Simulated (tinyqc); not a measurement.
Worked calculation: plane-wave Kohn-Sham cycle with exchange-only LDA in a layered model solid. One step of it, computed by the program tinyqc.

Task: Iteration 1: levels at that k. Diagonalise the Hermitian matrix.

H (hartree), lower triangle:
```
           -3         -2         -1         +0         +1         +2        +3
-3   0.948525
-2  -0.090000   0.296162
-1  -0.015000  -0.090000  -0.095256
+0   0.000000  -0.015000  -0.090000  -0.225729
+1   0.000000   0.000000  -0.015000  -0.090000  -0.095256
+2   0.000000   0.000000   0.000000  -0.015000  -0.090000   0.296162
+3   0.000000   0.000000   0.000000   0.000000  -0.015000  -0.090000  0.948525
```

Give: eigenvalues.

Result:

eigenvalues (hartree): -0.3155  -0.1018  -0.0407  0.3041  0.3055  0.9607  0.9607
